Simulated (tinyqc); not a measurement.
Oscillation of the Fermi level: Landau levels of a parabolic two-dimensional band.

E(N, s) = (N + 1/2) hbar wc + s gs muB B with s = +/-1/2.

In a field B along z: l = 1/sqrt((e/hbar) B) is the magnetic length, n_B = B/(h/e) the number of states per area in one level, hbar wc = 2 muB B/m for mass m in m0; 1/angstrom^2 = 1e16/cm^2.

Each listed level takes n_B electrons. At zero temperature and without broadening EF sits in the partly filled level.

Constants: hbar^2/2m0 = 3.80998211 eV angstrom^2; e/hbar = 1.519267448e-05 1/(T angstrom^2); h/e = 413566.7697 T angstrom^2; muB = 5.788381798e-05 eV/T.

Parameters, chosen for this exercise (near those of a two-dimensional electron gas in InGaAs; shifted at random, so the results belong to these values and not to a real crystal):

| symbol | value | unit | meaning |
|---|---|---|---|
| m | 0.0431 | m0 | mass |
| gs | -4.17 |  | g factor |
| gv | 1 |  | valleys |
| n | 13 | x 1e11/cm^2 | electron sheet density |
| Bo | (9.43, 10.6, 12, 13.9, 16.5, 20.4, 26.5, 38.1, 67.2) | T | fields |

Fixed density, zero temperature, no broadening. At B = 0, EF = 2 pi c n/(m gv) with c = hbar^2/2m0.

Filling:

| B (T) | nu | partly filled level | EF (meV) | filled share |
|---|---|---|---|---|
| 9.43 | 5.70 | 2- | 64.46 | 0.70 |
| 10.6 | 5.07 | 2- | 72.46 | 0.07 |
| 12.0 | 4.48 | 2+ | 79.13 | 0.48 |
| 13.9 | 3.87 | 1- | 57.68 | 0.87 |
| 16.5 | 3.26 | 1- | 68.47 | 0.26 |
| 20.4 | 2.64 | 1+ | 79.73 | 0.64 |
| 26.5 | 2.03 | 1+ | 103.57 | 0.03 |
| 38.1 | 1.41 | 0- | 55.77 | 0.41 |
| 67.2 | 0.80 | 0+ | 82.14 | 0.80 |

EF at B = 0 = 72.21 meV

What does the comparison show?

EF runs between 55.8 and 103.6 meV around its zero-field value of 72.2 meV. It follows a level while that level empties and falls to the next one down when nu passes a filled shell; the partly filled level changes 5 times in this table.

Computed by tinyqc, a small Python program: `OMP_NUM_THREADS=1 python tinyqc.py 1250769 1250770 out.jsonl` (the numbers bound the seed that draws the inputs); one thread of a shared host (Intel(R) Xeon(R) Processor @ 2.30GHz), about 0.01 s for the whole set of steps.
